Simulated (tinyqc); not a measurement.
Implanted layer, carriers, mobility and sheet resistance: one step of the calculation.

A p-type layer from the surface x = 0 to the junction xj, N(x) = N0 exp(-(x - Rp)^2/(2 sg^2)). Local neutrality (no depletion at surface or junction, no spilling of carriers), intrinsic carriers neglected, full ionisation of active dopants.

Task. Junction depth and local values. xj = Rp + sg sqrt(2 ln(N0/Nb)); 10 equal steps from 0 to xj. Active dopant A = min(N, Ns); p = A - Nb; mobility mu = m1 + (m2 (T/300 K)^(-bt) - m1)/(1 + ((A + Nb)/Nr)^am).

Values chosen for this exercise; values close to those of boron in silicon over an n-type background: temperature T = 300 K; background doping of the opposite type Nb = 1.2e14 cm^-3; peak chemical concentration N0 = 9.7e17 cm^-3; mobility limit at high doping m1 = 45.2 cm^2/(V s); mobility limit at low doping, at 300 K m2 = 467 cm^2/(V s); reference doping of the mobility law Nr = 2.32e17 cm^-3; exponent of the mobility law am = 0.703; temperature exponent of m2 bt = 2.3; solubility limit of active dopant Ns = 2.07e20 cm^-3; straggle after annealing sg = 110 nm; projected range Rp = 100 nm.

Wanted: xj; x; N; A; p; mu.

Result.

xj = 566.6 nm

```
point  x (nm)  N (cm^-3)  A (cm^-3)  p (1e17 cm^-3)  mu (cm^2/(V s))
0         0.0   6.417e17   6.417e17           6.415            183.7
1        56.7   8.976e17   8.976e17           8.974            162.7
2       113.3   9.629e17   9.629e17           9.628            158.6
3       170.0   7.923e17   7.923e17           7.921            170.3
4       226.7   4.999e17   4.999e17           4.998            200.5
5       283.3   2.419e17   2.419e17           2.418            253.0
6       340.0   8.980e16   8.980e16           0.897            323.9
7       396.6   2.556e16   2.556e16           0.254            393.0
8       453.3   5.581e15   5.581e15           0.055            438.0
9       510.0   9.345e14   9.345e14           0.008            457.7
10      566.6   1.200e14   1.200e14           0.000            463.7
```

The mobility runs from 159 to 464 cm^2/(V s).

tinyqc, about 0.01 s, one thread, Intel Xeon 2.30GHz (shared host): `OMP_NUM_THREADS=1 python tinyqc.py 2110087 2110088 out.jsonl`
